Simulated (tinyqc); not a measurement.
Inside a calculation. Method: plane-wave Kohn-Sham cycle with exchange-only LDA in a layered model solid. Computed by tinyqc, a small Python program that keeps every step. Settings: points = 16, plane-wave index or count = 2, electrons = 4, k points = 1, area = 12.0, mixing = 0.1, iteration cap = 51, Kerker q0 = 0.99. Command: `OMP_NUM_THREADS=1 python tinyqc.py 29237 29238 out.jsonl` (the two numbers bound the seeds that draw the settings). One thread of a shared host (Intel(R) Xeon(R) Processor @ 2.60GHz), about 0.01 s of CPU time with the checks. Later iterations appear only in the table of the cycle.

## Iteration 1: potential

A solid whose potential varies along x alone (atomic units):
```
parameter                      value
period a                   17.200000
cross-section of the cell  12.000000
electrons per cell                 4
grid points                       16
plane waves -n..n, n               2
k points                           1
V1 in V1 cos(2 pi x/a)     -0.520000
V2 in V2 cos(4 pi x/a)     -0.250000
```

density at the start, on the grid x_j = j a/N (e/bohr^3): [0.019380, 0.019380, 0.019380, 0.019380, 0.019380, 0.019380, 0.019380, 0.019380, 0.019380, 0.019380, 0.019380, 0.019380, 0.019380, 0.019380, 0.019380, 0.019380]

V_H(G) = 4 pi rho(G)/G^2 for G != 0 (uniform background); v_x = -(3 rho/pi)^(1/3); V = V_ext + V_H + v_x; Fourier components f(G_m) = (1/N) sum_j f(x_j) exp(-i G_m x_j).

Potentials on the grid (hartree):
```
x          V_ext     V_H      v_x        V
0.0000   -0.7700  0.0000  -0.2645  -1.0345
1.0750   -0.6572  0.0000  -0.2645  -0.9217
2.1500   -0.3677  0.0000  -0.2645  -0.6322
3.2250   -0.0222  0.0000  -0.2645  -0.2867
4.3000    0.2500  0.0000  -0.2645  -0.0145
5.3750    0.3758  0.0000  -0.2645   0.1113
6.4500    0.3677  0.0000  -0.2645   0.1032
7.5250    0.3036  0.0000  -0.2645   0.0391
8.6000    0.2700  0.0000  -0.2645   0.0055
9.6750    0.3036  0.0000  -0.2645   0.0391
10.7500   0.3677  0.0000  -0.2645   0.1032
11.8250   0.3758  0.0000  -0.2645   0.1113
12.9000   0.2500  0.0000  -0.2645  -0.0145
13.9750  -0.0222  0.0000  -0.2645  -0.2867
15.0500  -0.3677  0.0000  -0.2645  -0.6322
16.1250  -0.6572  0.0000  -0.2645  -0.9217
```

V(G_m), m = 0, 1, 2, ... (hartree): [-0.2645, -0.2600, -0.1250, 0.0000, 0.0000]

## Iteration 1: Hamiltonian at one k

k = 0.0000 2 pi / a

H(m,m') = (k + G_m)^2/2 delta + V(G_m - G_m'), with V(-G) = V(G).

H (hartree), order -2, -1, +0, +1, +2:
$$\begin{pmatrix}
0.0024 & -0.2600 & -0.1250 & 0.0000 & 0.0000 \\
-0.2600 & -0.1978 & -0.2600 & -0.1250 & 0.0000 \\
-0.1250 & -0.2600 & -0.2645 & -0.2600 & -0.1250 \\
0.0000 & -0.1250 & -0.2600 & -0.1978 & -0.2600 \\
0.0000 & 0.0000 & -0.1250 & -0.2600 & 0.0024
\end{pmatrix}$$

## Iteration 1: levels at that k

Diagonalise the Hermitian matrix.

eigenvalues (hartree): [-0.7856, -0.2979, 0.0504, 0.1503, 0.2275]

## Iteration 1: new density

Motion across x is left out: the lowest 2 band(s) hold two electrons at each of the k points (j + 1/2)/nk - 1/2. Residual R = rho(out) - rho(in); rho(new) = rho(in) + 0.1 R, with R(G) scaled by G^2/(G^2 + 0.99^2) (Kerker). rho(out) = 2/(a A nk) sum |psi|^2 with psi = sum c exp(i G x). Harris energy E = band energy - dV sum rho (V_H/2 + v_x) + (3/4) dV sum rho v_x with rho(in), dV = a A/N, band energy = (2/nk) sum of the filled levels.

rho(out) (e/bohr^3): [0.043607, 0.045724, 0.044097, 0.029922, 0.011165, 0.001236, 0.000341, 0.000637, 0.000224, 0.000637, 0.000341, 0.001236, 0.011165, 0.029922, 0.044097, 0.045724]

density after iteration 1 (e/bohr^3): [0.019435, 0.019708, 0.019978, 0.019602, 0.018996, 0.018890, 0.019171, 0.019320, 0.019314, 0.019320, 0.019171, 0.018890, 0.018996, 0.019602, 0.019978, 0.019708]

energy per cell = -1.902470 hartree

## Iteration 2: potential

As before.

Potentials on the grid (hartree):
```
x          V_ext      V_H      v_x        V
0.0000   -0.7700   0.0304  -0.2648  -1.0044
1.0750   -0.6572   0.0296  -0.2660  -0.8936
2.1500   -0.3677   0.0240  -0.2672  -0.6109
3.2250   -0.0222   0.0107  -0.2655  -0.2771
4.3000    0.2500  -0.0056  -0.2627  -0.0184
5.3750    0.3758  -0.0170  -0.2623   0.0965
6.4500    0.3677  -0.0217  -0.2636   0.0824
7.5250    0.3036  -0.0233  -0.2642   0.0161
8.6000    0.2700  -0.0237  -0.2642  -0.0179
9.6750    0.3036  -0.0233  -0.2642   0.0161
10.7500   0.3677  -0.0217  -0.2636   0.0824
11.8250   0.3758  -0.0170  -0.2623   0.0965
12.9000   0.2500  -0.0056  -0.2627  -0.0184
13.9750  -0.0222   0.0107  -0.2655  -0.2771
15.0500  -0.3677   0.0240  -0.2672  -0.6109
16.1250  -0.6572   0.0296  -0.2660  -0.8936
```

V(G_m), m = 0, 1, 2, ... (hartree): [-0.2645, -0.2459, -0.1232, -0.0008, -0.0001]

## Iteration 2: Hamiltonian at one k

k = 0.0000 2 pi / a

As before.

H (hartree), order -2, -1, +0, +1, +2:
$$\begin{pmatrix}
0.0024 & -0.2459 & -0.1232 & -0.0008 & -0.0001 \\
-0.2459 & -0.1978 & -0.2459 & -0.1232 & -0.0008 \\
-0.1232 & -0.2459 & -0.2645 & -0.2459 & -0.1232 \\
-0.0008 & -0.1232 & -0.2459 & -0.1978 & -0.2459 \\
-0.0001 & -0.0008 & -0.1232 & -0.2459 & 0.0024
\end{pmatrix}$$

## Iteration 2: levels at that k

As before.

eigenvalues (hartree): [-0.7596, -0.2842, 0.0399, 0.1365, 0.2121]

## Iteration 2: new density

As before.

rho(out) (e/bohr^3): [0.043551, 0.045647, 0.044037, 0.029973, 0.011291, 0.001294, 0.000304, 0.000606, 0.000224, 0.000606, 0.000304, 0.001294, 0.011291, 0.029973, 0.044037, 0.045647]

density after iteration 2 (e/bohr^3): [0.019508, 0.020031, 0.020546, 0.019816, 0.018638, 0.018421, 0.018959, 0.019252, 0.019246, 0.019252, 0.018959, 0.018421, 0.018638, 0.019816, 0.020546, 0.020031]

energy per cell = -1.823474 hartree

## Convergence

Stop when sqrt(dV sum R^2) is below 1e-8, dV = a A/N.

Course of the cycle:
```
iteration  E (hartree)  norm of the residual
1            -1.902470              2.78e-01
2            -1.823474              2.74e-01
3            -1.746686              2.69e-01
4            -1.672068              2.65e-01
5            -1.599583              2.61e-01
6            -1.529207              2.57e-01
7            -1.460920              2.52e-01
8            -1.394716              2.48e-01
9            -1.330603              2.43e-01
10           -1.268606              2.39e-01
11           -1.208773              2.34e-01
...                ...                   ...
41           -0.961719              2.00e-01
42           -0.959628              7.43e-02
43           -0.955891              6.87e-02
44           -0.952720              6.35e-02
45           -0.951161              1.98e-01
46           -0.958996              7.09e-02
47           -0.955491              6.56e-02
48           -0.952504              6.06e-02
49           -0.949966              5.60e-02
50           -0.950429              1.98e-01
51           -0.956439              6.46e-02
```

Not converged within 51 iterations: the residual wanders without falling. Reruns (cap 100 unless said): mixing 0.5, Kerker q0 1.0: not converged; mixing 0.3, Pulay depth 5: not converged; the original settings with a cap of 400: not converged.
